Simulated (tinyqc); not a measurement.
Rapid thermal processing of a wafer: radiative balance, ramp and cooling, pattern effects, pyrometer error and spike budget: one step, computed by the program tinyqc. Command: `OMP_NUM_THREADS=1 python tinyqc.py 3113103 3113104 out.jsonl rtp walk`. One thread of a shared host (Intel(R) Xeon(R) Processor @ 2.30GHz), about 0.04 s of CPU time with the checks.

The wafer is opaque and uniform through its thickness unless said otherwise; temperatures in formulas are in kelvin (C + 273.15). sigma = 5.670374419e-12 W/(cm^2 K^4).

Question. Pattern effect. At steady state a sinusoidal change of absorbed power of relative amplitude a and period p gives the temperature amplitude a q/(dq/dT + k d (2 pi/p)^2); healing length l = sqrt(k d/(dq/dT)); process change = E_a dT/(k_B T^2). Emissivity is taken as unchanged.

Inputs (values chosen for the exercise, modelled on a hot silicon wafer):
```
quantity                                        value        unit
wafer thickness d                                 725  micrometre
thermal conductivity k                           0.27    W/(cm K)
wall temperature T_w                              300           K
process temperature                               978           C
relative change of absorptivity over a pattern    1.2           %
period of the pattern                               9          mm
activation energy of the process E_a             1.24          eV
```

dq/dT = 63.23297 mW/(cm^2 K)

holding power q = 24.76434 W/cm^2

Constants: k_B = 8.617333262e-05 eV/K.

Give: healing length l; amplitude without lateral conduction; amplitude; change of the process rate.

Answer.

healing length l = 5.564 mm

amplitude without lateral conduction = 4.700 K

amplitude = 0.2921 K

change of the process rate = 0.2685 %

Lateral conduction cuts the amplitude to 6.2 %, since p/(2 pi l) = 0.26.
